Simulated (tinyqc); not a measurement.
# Quantum limit of the contact resistance of a two-dimensional channel: quantum limit against density

Parabolic band with gv valleys, C = hbar^2/(2 m0), eta = (EF - Ec)/(kB T). Landauer picture: each mode conducts 2 q^2/h, and the contacts and the channel add incoherently in series, 1/Tt - 1 = 2 (1/tc - 1) + L/lam for the total transmission Tt.

n = N ln(1 + exp(eta)), N = gv m kB T/(2 pi C); modes per width M = gv sqrt(m kB T/C) Fm(eta)/(2 sqrt(pi)), Fm(x) = (1/sqrt(pi)) int_0^infinity u^(-1/2)/(1 + exp(u - x)) du; at zero temperature M0 = gv kF/pi, kF = sqrt(2 pi n/gv). kB T in eV. RQ = (h/2q^2)/M for the whole device, R = RQ/Tt; the part of one contact is Rc = RQ (1/tc - 1/2) and the channel adds RQ L/lam.

Values chosen for this exercise: temperature T = 77 K; mass m = 0.37 m0; valleys gv = 1.

Constants: q = 1.602176634e-19 C, kB = 1.380649e-23 J/K, hbar = 1.054571817e-34 J s, h = 6.62607015e-34 J s, m0 = 9.1093837015e-31 kg, Vt = kB T/q, hbar^2/(2 m0) = 0.0380998212 eV nm^2. Results are converted to the units shown.

Result of one run:
```
eta    M (1/um)  M0 (1/um)  RQ/2 (ohm um)
1.797     98.69      112.8          65.39
```

Which carrier density n gave this result: 1.4e11, 8.3e11, 2e12, 1.2e13 or 3e13 cm^-2?

n = 2e12 cm^-2.

The whole series:
```
n (cm^-2)      eta  M (1/um)  M0 (1/um)  RQ/2 (ohm um)
1.4e11      -1.922     9.506      29.85          678.9
3.4e11     -0.9337     22.20      46.52          290.7
8.3e11      0.2202     49.50      72.69          130.4
2e12         1.797     98.69      112.8          65.39
5e12         4.868     174.5      178.4          36.98
1.2e13       11.70     275.5      276.4          23.42
3e13         29.25     436.8      437.0          14.77
```

The limit for one contact, RQ/2, falls from 679 to 14.8 ohm um, as n^(-0.96) between the first two rows (eta = -1.9) and n^(-0.50) between the last two (eta = 29); the non-degenerate power is -1 and the degenerate one -1/2. M0 is 3.14 times M in the first row and 0.048 % above it in the last.

tinyqc, about 0.01 s, one thread, Intel Xeon 2.30GHz (shared host): `OMP_NUM_THREADS=1 python tinyqc.py 2760008 2760009 out.jsonl`
